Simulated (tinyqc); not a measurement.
# Worked calculation: nanowire ballistic transistor, top-of-the-barrier model

Program tinyqc, `OMP_NUM_THREADS=1 python tinyqc.py 2400030 2400031 out.jsonl`; Intel Xeon 2.30GHz, shared host, one thread, about 0.03 s. Printed values are rounded.

At the top of the source barrier, states moving towards the drain are filled by the source (Fermi level 0) and states moving back by the drain (Fermi level -q Vd); nothing scatters. U is the shift of the band edge there, set by the capacitances CG, CD and CS (the total) and by the charge. Parabolic one-dimensional subband; the source is grounded.

Values chosen for this exercise; mass and valleys close to those of germanium: temperature T = 150 K; effective mass m = 0.117 m0; valley degeneracy gv = 4; relative permittivity of the gate insulator eox = 16; insulator thickness tox = 1.1 nm; wire diameter d = 2 nm; gate control CG/CS aG = 0.93; drain control CD/CS aD = 0.016; band edge at the barrier top above the source Fermi level at zero bias E0 = 0.15 eV; gate voltage Vg = 0.34 V; drain voltage Vd = 0.1 V.

Constants: q = 1.602176634e-19 C, kB = 1.380649e-23 J/K, hbar = 1.054571817e-34 J s, h = 6.62607015e-34 J s, m0 = 9.1093837015e-31 kg, Vt = kB T/q, eps0 = 8.8541878128e-14 F/cm where lengths are in cm. Results are converted to the units shown.

## Density of states, capacitances and charge at zero bias

N0 = gv sqrt(2 m kB T/pi)/hbar, CG = 2 pi eps0 eox/ln(1 + 2 tox/d), CS = CG/aG, n0 = n at U = 0 and Vd = 0. eta1 = -(E0 + U)/Vt, eta2 = eta1 - Vd/Vt, n = (N0/2)[F_(-1/2)(eta1) + F_(-1/2)(eta2)], F_(-1/2)(x) = (1/sqrt(pi)) int_0^infinity u^(-1/2)/(1 + exp(u - x)) du. UL = -(aG Vg + aD Vd).

N0 = 4.49623e6 cm^-1
CG = 11.9972 pF/cm
CS = 12.9003 pF/cm
n0 = 41.0268 cm^-1
UL = -0.3178 eV

## Iteration 1: self-consistent potential at the barrier top

U at the start (U = UL) = -0.3178 eV

eta1 = -(E0 + U)/Vt, eta2 = eta1 - Vd/Vt, n = (N0/2)[F_(-1/2)(eta1) + F_(-1/2)(eta2)], F_(-1/2)(x) = (1/sqrt(pi)) int_0^infinity u^(-1/2)/(1 + exp(u - x)) du. U(out) = UL + q (n - n0)/CS. Newton step: U(new) = U + (U(out) - U)/(1 + CQ/CS), CQ = (q/Vt) dn/d(eta1) with both F' summed; F' = dF_(-1/2)/dx.

eta1 = 12.9816
eta2 = 5.24524
n = 1.48225e7 cm^-1
U(out) = -0.133709 eV
CQ = 11.6752 pF/cm
U after iteration 1 = -0.221166 eV

## Iteration 2: self-consistent potential at the barrier top

As before.

eta1 = 5.50567
eta2 = -2.23067
n = 6.08101e6 cm^-1
U(out) = -0.242276 eV
CQ = 9.66023 pF/cm
U after iteration 2 = -0.233237 eV

## Course of the iteration: self-consistent potential at the barrier top

Stop when U changes by less than 1e-9 eV, or after 90 iterations.

Course of the iteration:
```
iteration     U (eV)  |change| (eV)
1          -0.221166         0.0966
2          -0.233237         0.0121
3          -0.232768        4.69e-4
4          -0.232767        1.10e-6
5          -0.232767       5.99e-12
```

Converged in 5 iterations. At the end the number of correct digits about doubles with each step.

## Current, mean velocity and share of the gate voltage

converged U = -0.232767 eV

N0 = gv sqrt(2 m kB T/pi)/hbar, CG = 2 pi eps0 eox/ln(1 + 2 tox/d), CS = CG/aG, n0 = n at U = 0 and Vd = 0. eta1 = -(E0 + U)/Vt, eta2 = eta1 - Vd/Vt, n = (N0/2)[F_(-1/2)(eta1) + F_(-1/2)(eta2)], F_(-1/2)(x) = (1/sqrt(pi)) int_0^infinity u^(-1/2)/(1 + exp(u - x)) du. I = gv (2 q^2/h) Vt [ln(1 + exp eta1) - ln(1 + exp eta2)]. Mean velocity I/(q n). CQ = (q/Vt) dn/d(eta1); the band edge follows the gate as -dU/dVg = aG/(1 + CQ/CS).

eta1 = 6.40312
n = 6.84667e6 cm^-1
I = 24.7206 uA
mean velocity = 2.25356e7 cm/s
CQ = 11.7449 pF/cm
-dU/dVg = 0.486798 eV/V

The carriers from the source are degenerate (eta1 = 6.40), and the mean velocity is 2.03 times vT = sqrt(2 kB T/(pi m)) = 1.11e7 cm/s.
